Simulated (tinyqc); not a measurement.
Inside a calculation. Model: programming of a floating-gate cell by Fowler-Nordheim tunnelling.

Program tinyqc, `OMP_NUM_THREADS=1 python tinyqc.py 2130099 2130100 out.jsonl`; Intel Xeon 2.30GHz, shared host, one thread, about 0.01 s. Printed values are rounded.

Per tunnel area the floating gate has Ctun = 3.9 eps0/tox to the channel (0 V) and Ccg to the control gate, Ct = Ctun/(1 - ag), no other coupling. With the threshold shift U = -Q/Ccg the field is F = ag (Vg - U)/tox, and dU/dt = J/Ccg. Fowler-Nordheim: J = A F^2 exp(-B/F), A = q^2/(16 pi^2 hbar mo phi) (times 1e14 for A/cm^2 with F in V/nm, emitter mass m0), B = (4/3) sqrt(mo/C) phi^1.5, C = hbar^2/(2 m0).

Inputs (values chosen for the exercise); oxide values close to those of silicon dioxide:
```
symbol,value,unit,meaning
phi,3.15,eV,tunnel barrier
mo,0.46,m0,tunnelling mass
tox,6.4,nm,tunnel oxide thickness
ag,0.71,,coupling ratio Ccg/Ct
ar,2400,nm^2,tunnel area
Vt0,-0.6,V,threshold shift at the start
Vg,9,V,control-gate voltage
dt,600,us,time step
n,10,,steps
```

Constants: q = 1.602176634e-19 C, hbar = 1.054571817e-34 J s, m0 = 9.1093837015e-31 kg, eps0 = 8.8541878128e-14 F/cm where lengths are in cm, hbar^2/(2 m0) = 0.0380998212 eV nm^2. Results are converted to the units shown.

Range of the model: Programming fields of 10 MV/cm and more wear the oxide; trapping and the channel potential are ignored.

## Constants of the cell

A, B, Ccg = ag Ct, the starting field and current, K = A B ag/(Ccg tox), and the knee time t0 = exp(B/F(0))/K.

A = 1.06379e8 A cm^-2 (V/nm)^-2
B = 25.9013 V/nm
Ccg = 1.32097 uF/cm^2
F(0) = 1.065 V/nm
J(0) = 0.00330597 A/cm^2
K = 2.31400e14 1/s
t0 = 157.722 us
electrons for 1 V of shift = 197.877

## Explicit time steps against the exact solution

U(new) = U + dt J(F(U))/Ccg. Exact: exp(B/F(t)) = exp(B/F(0)) + K t, K = A B ag/(Ccg tox), and U = Vg - tox F/ag.

```
step  t (us)  F (V/nm)  J (A/cm^2)  U by steps (V)  U exact (V)
0          0   1.06500  0.00330597       -0.600000    -0.600000
1        600   0.89842  2.58878e-5        0.901608    -0.018037
2       1200   0.89711  2.47530e-5        0.913366     0.180645
3       1800   0.89586  2.37116e-5        0.924610     0.300903
4       2400   0.89467  2.27527e-5        0.935380     0.386697
5       3000   0.89352  2.18669e-5        0.945714     0.453143
6       3600   0.89242  2.10461e-5        0.955646     0.507227
7       4200   0.89136  2.02835e-5        0.965206     0.552745
8       4800   0.89034  1.95731e-5        0.974419     0.591986
9       5400   0.88935  1.89097e-5        0.983309     0.626436
10      6000   0.88840  1.82889e-5        0.991898     0.657111
```

The steps run ahead by 920 mV after the first and 335 mV after the last, as each uses the larger current of its start; the step is 3.8 of the knee time t0. The overshoot lowers the field, so later steps gain less than the exact curve and the error ends smaller than after the first step.
